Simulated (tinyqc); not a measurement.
Hall factor, magnetoresistance and optical conductivity for a power-law relaxation time: one step, computed by the program tinyqc.

One spherical parabolic band, tau(E) = tau_0 x^s with x = E/(k_B T). Landau quantisation is left out.

Question. Density and moments of tau. <y> = int y x^(3/2) f (1 - f) dx / int x^(3/2) f (1 - f) dx, f = 1/(1 + exp(x - eta)). Integrals over x = E/(k_B T) use 160 Gauss-Legendre points in u = sqrt(x) from 0 to sqrt(max(eta, 0) + 45). n = (2 m k_B T)^(3/2)/(3 pi^2 hbar^3) int x^(3/2) f (1 - f) dx; moments in units of tau_0.

Inputs (values chosen for the exercise, with a mass close to that of electrons in germanium):

| quantity | value | unit |
|---|---|---|
| effective mass m | 0.12 | m_0 |
| exponent s | -0.25 | - |
| reduced Fermi level eta | 6.1 | - |
| temperature T | 500 | K |

Constants: m_0 = 9.1093837015e-31 kg; k_B = 1.380649e-23 J/K; hbar = 1.054571817e-34 J s.

Give: density n; <tau>/tau_0; <tau^2>/tau_0^2; <tau^3>/tau_0^3; <1/tau> tau_0.

Answer.

density n = 2.6307e+19 1/cm^3

<tau>/tau_0 = 0.62437

<tau^2>/tau_0^2 = 0.39166

<tau^3>/tau_0^3 = 0.24690

<1/tau> tau_0 = 1.6087
